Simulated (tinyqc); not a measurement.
Hydrogenic impurity: series, fields, screening, photoionisation and donor-acceptor pairs: one step, computed by the program tinyqc. Command: `OMP_NUM_THREADS=1 python tinyqc.py 3015866 3015867 out.jsonl hydrogenic walk`. One thread of a shared host (Intel(R) Xeon(R) Processor @ 2.30GHz), about 0.01 s of CPU time with the checks.

One isotropic, parabolic band. Effective units: Ry* and a*, in which H = -nabla^2 - 2/r.

Task: Stark effect and field ionisation. f = e F a*/(2 Ry*) is the field in atomic-like units. 1s shifts by -(9/2) f^2 Ry* (polarisability (9/2) a*^3), the n = 2 levels split linearly by +/- 6 f Ry*; the barrier top lies 4 sqrt(f) Ry* below the band edge and passes 1s at f = 1/16; the tunnelling rate of 1s is (2 Ry*/hbar) (4/f) exp(-2/(3 f)).

Inputs (values chosen for the exercise, modelled on beta-Ga2O3): electric field F = 4900 V/cm.

Parts treated: electric field and pairs.

a* = 19.27587 angstrom

Ry* = 35.23724 meV

Constants: hbar = 6.582119569e-16 eV s.

Give: f; shift of 1s; linear shift (+/-) of the outer n = 2 levels; barrier lowering; field at which the barrier passes 1s; tunnelling rate of 1s.

Result:

f = 0.01340

shift of 1s = -0.02848 meV

linear shift (+/-) of the outer n = 2 levels = 2.834 meV

barrier lowering = 16.32 meV

field at which the barrier passes 1s = 22851 V/cm

tunnelling rate of 1s = 7.971e-06 1/s

The barrier lowering is 0.46 Ry*, so the n = 2 levels (0.25 Ry*) are already above the barrier, and their first-order splitting has lost its meaning.
